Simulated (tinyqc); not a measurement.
Changing the hardness d/rho: rigid-ion and shell models of the dielectric response of an ionic crystal. Computed by tinyqc, a small Python program. Command: `OMP_NUM_THREADS=1 python tinyqc.py 3031472 3031473 out.jsonl shell sweep`. One thread of a shared host (Intel(R) Xeon(R) Processor @ 2.30GHz), about 0.01 s of CPU time with the checks.

Charges +Z and -Z; 6 nearest neighbours, Madelung constant M = 1.747565, volume per ion pair Omega = 2.000000 d^3. Energy per pair U = -M Z^2 e2/d + 6 A exp(-d/rho), e2 = e^2/(4 pi eps_0). In the shell model the anion is a core of charge Y - Z and a massless shell of charge -Y, joined by the spring k; the repulsion acts on the shell. Each ion feels the Lorentz field E + (4 pi/3) P (Gaussian units).

Inputs (values chosen for the exercise, for a model crystal):
```
quantity,value,unit
nearest-neighbour distance d,2.35,angstrom
ionic charge Z,1.4,e
cation mass,82,u
anion mass,14.007,u
shell charge size Y,3.15,e
core-shell spring k,161,eV/angstrom^2
cation polarisability alpha_+,0.07,angstrom^3
```

Structure: rock salt.

Constants: e^2/(4 pi eps_0) = 14.39964548 eV angstrom; 1 eV/angstrom^3 = 160.2176634 GPa; nu for 1 eV/(angstrom^2 u) = 15.6333042 THz; 1 THz = 33.35640952 1/cm.

Method:
- Zero pressure fixes 6 A exp(-d/rho) = M Z^2 e2 rho/d^2. Then U = -(M Z^2 e2/d)(1 - rho/d), B = M Z^2 e2 (d/rho - 2)/(9 Omega d), and the spring of one sublattice against the other is R = (1/3) x (Laplacian of the repulsion summed over neighbours) = M Z^2 e2 (d/rho - 2)/(3 d^3), so R = 3 B Omega/d^2.
- Eliminating the shell gives the anion polarisability alpha_- = Y^2 e2/(k + R), the Szigeti charge Z_S = Z - Y R/(k + R) and the softened spring R' = k R/(k + R). With b = 4 pi (alpha_+ + alpha_-)/(3 Omega): eps_inf = (1 + 2b)/(1 - b) (Clausius-Mossotti); Born charge Z* = Z_S (eps_inf + 2)/3.
- mu lambda_TO = R' - (4 pi e2/(3 Omega)) Z_S^2/(1 - b); mu lambda_LO = mu lambda_TO + 4 pi e2 Z*^2/(eps_inf Omega); eps_s = eps_inf lambda_LO/lambda_TO.
- lambda in eV/(angstrom^2 u) gives the wavenumber 15.6333042 x 33.35640952 x sqrt(lambda); mu is the reduced mass.

One run for each value:
```
hardness d/rho,eps_s,omega_TO (1/cm),share of R' left after the dipole term,bulk modulus B (GPa),eps_inf,omega_LO (1/cm)
8.54,5.5998,287.98,0.46305,94.14,1.5191,552.92
9.76,4.2347,344.52,0.56362,111.70,1.5140,576.19
11.00,3.5045,392.79,0.63747,129.55,1.5090,598.59
12.20,3.0675,433.60,0.69150,146.83,1.5042,619.21
13.40,2.7686,470.18,0.73386,164.10,1.4995,638.89
14.60,2.5513,503.46,0.76788,181.38,1.4949,657.73
15.90,2.3742,536.53,0.79785,200.09,1.4900,677.27
17.10,2.2469,564.77,0.82073,217.36,1.4856,694.57
18.30,2.1441,591.16,0.84005,234.64,1.4812,711.23
19.50,2.0593,615.95,0.85655,251.91,1.4770,727.30
```

Over the rows, eps_s falls from 5.60 to 2.06 (exponent d ln y / d ln x -2.1 between the first rows and -0.64 between the last); omega_TO (1/cm) rises from 288 to 616 (exponent d ln y / d ln x 1.3 between the first rows and 0.65 between the last); share of R' left after the dipole term rises from 0.463 to 0.857 (exponent d ln y / d ln x 1.5 between the first rows and 0.31 between the last). Softer repulsion leaves less spring against the dipole field: omega_TO drops and eps_s climbs towards a ferroelectric instability.
